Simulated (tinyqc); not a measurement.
Ways to converge the cycle: SCF convergence aids in the sto-3g basis, for H4, spin multiplicity 3. Computed by the program tinyqc with PySCF. 

Geometry (angstrom):
```
atom       x       y       z
H     0.0000  0.0000  0.0000
H     0.0000  0.0000  1.5950
H     0.0000  0.0000  2.7220
H     0.0000  0.0000  4.3170
```

lowest solution found by these runs and by PySCF with stability checks = -1.950212 hartree

UHF with one setting changed at a time; a run stops when the energy changes by less than 1e-09 hartree and the error matrix is below 1e-5. The start is random orbitals. Damping d keeps d of the old density; a shift (hartree) raises the virtual levels; DIIS n extrapolates F over n matrices.

Largest element of the error matrix X^T (FDS - SDF) X:
```
iteration    plain  damping 0.3  damping 0.6  shift 0.4   DIIS 3   DIIS 8
1          2.0e-01      2.0e-01      2.0e-01    2.0e-01  2.0e-01  2.0e-01
2          6.6e-02      1.2e-01      1.7e-01    1.7e-01  6.6e-02  6.6e-02
3          4.1e-02      6.0e-02      1.3e-01    9.3e-02  4.0e-02  4.0e-02
4          1.9e-02      3.5e-02      9.1e-02    5.3e-02  1.0e-02  1.0e-02
5          9.1e-03      2.1e-02      6.4e-02    3.1e-02  9.3e-03  9.2e-03
6          8.5e-03      1.4e-02      4.6e-02    2.0e-02  6.1e-03  4.7e-03
8          7.1e-03      8.5e-03      2.5e-02    1.1e-02  1.2e-03  9.7e-04
10         5.8e-03      7.4e-03      1.5e-02    8.9e-03  2.3e-05  3.4e-05
14         4.2e-03      5.8e-03      8.8e-03    6.8e-03        -        -
20         2.9e-03      4.1e-03      6.5e-03    4.8e-03        -        -
30         1.7e-03      2.7e-03      4.7e-03    3.0e-03        -        -
45         8.8e-04      1.6e-03      3.1e-03    1.8e-03        -        -
60         4.7e-04      9.9e-04      2.2e-03    1.1e-03        -        -
```

How each run ends:
```
run          iterations  E (hartree)                                                        state
plain               >60     -1.95020  falls steadily but slowly, by a factor of about 0.96 a step
damping 0.3         >60     -1.95015  falls steadily but slowly, by a factor of about 0.97 a step
damping 0.6         >60     -1.94992  falls steadily but slowly, by a factor of about 0.98 a step
shift 0.4           >60     -1.95013  falls steadily but slowly, by a factor of about 0.97 a step
DIIS 3               12     -1.95021                                                 lowest found
DIIS 8               12     -1.95021                                                 lowest found
```

2 of 6 runs reach the lowest solution found, in 12 to 12 iterations (fastest: DIIS 3, DIIS 8). Not converged: plain, damping 0.3, damping 0.6, shift 0.4. DIIS 3 and DIIS 8 gain by cancelling the error over several earlier matrices, much as a quasi-Newton step does.
